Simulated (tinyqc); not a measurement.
What moves the optical constants: free-carrier optics of a doped semiconductor (Drude model with one polar phonon).

eps(E) = ei [1 - Ep^2/(E^2 + i E Gam)] + (es - ei) wT^2/(wT^2 - E^2 - i E gT), with Ep^2 = 8 pi c (e^2/(4 pi eps0)) N/(m ei), c = hbar^2/2m0, N in 1/angstrom^3 (1e-24 per 1/cm^3); Gam = hbar/tau, tau = mu m m0/e with m0/e = 5.685630e-12 kg/C and mu in m^2/(V s). Energies in meV.

n + i k = sqrt(eps1 + i eps2) with k >= 0; R = ((n - 1)^2 + k^2)/((n + 1)^2 + k^2) at normal incidence from vacuum; alpha = 2 E k/(hbar c), times 1e8 for 1/cm; loss function Im(-1/eps) = eps2/(eps1^2 + eps2^2).

Constants: hbar^2/2m0 = 3.80998211 eV angstrom^2; e^2/(4 pi eps0) = 14.39964547 eV angstrom; hbar = 6.58211957e-16 eV s; hbar c = 1973.269805 eV angstrom.

Parameters, chosen for this exercise (mass and dielectric values near those of InAs; N and mu are free inputs; interband absorption and the rise of the mass with filling are left out; the results hold for these values, not for the real material):

| symbol | value | unit | meaning |
|---|---|---|---|
| N | 2.9e+16 | 1/cm^3 | carrier density |
| m | 0.0287 | m0 | conductivity mass |
| mu | 11000 | cm^2/(V s) | mobility |
| ei | 12.01 |  | high-frequency dielectric constant |
| wT | 27 | meV | TO phonon |
| es | 14.53 |  | static dielectric constant |
| gT | 0.6 | meV | phonon damping |
| E | 18.9 | meV | photon energy |

At the energy E.

One parameter was then changed.

Results before and after:

| case | Ep (meV) | Gam (meV) | R | alpha (1/cm) |
|---|---|---|---|---|
| base | 10.77 | 3.67 | 0.3235 | 232 |
| changed | 13.19 | 3.67 | 0.2951 | 354 |

Which of these changes was made? (a) m = 0.0344 m0; (b) N = 4.35e+16 1/cm^3; (c) mu = 6600 cm^2/(V s); (d) ei = 12.61; (e) E = 22.7 meV.

Answer: (b) N = 4.35e+16 1/cm^3. Of the candidates, run in turn, only this one gives the changed row.

All candidates:

| case | Ep (meV) | Gam (meV) | R | alpha (1/cm) |
|---|---|---|---|---|
| base | 10.77 | 3.67 | 0.3235 | 232 |
| N = 4.35e+16 1/cm^3 | 13.19 | 3.67 | 0.2951 | 354 |
| m = 0.0344 m0 | 9.84 | 3.06 | 0.3316 | 171 |
| mu = 6600 cm^2/(V s) | 10.77 | 6.11 | 0.3275 | 338 |
| ei = 12.61 | 10.51 | 3.67 | 0.3149 | 228 |
| E = 22.7 meV | 10.77 | 3.67 | 0.3823 | 264 |

tinyqc: `OMP_NUM_THREADS=1 python tinyqc.py 1652256 1652257 out.jsonl`; about 0.01 s, one thread, shared Intel(R) Xeon(R) Processor @ 2.30GHz.
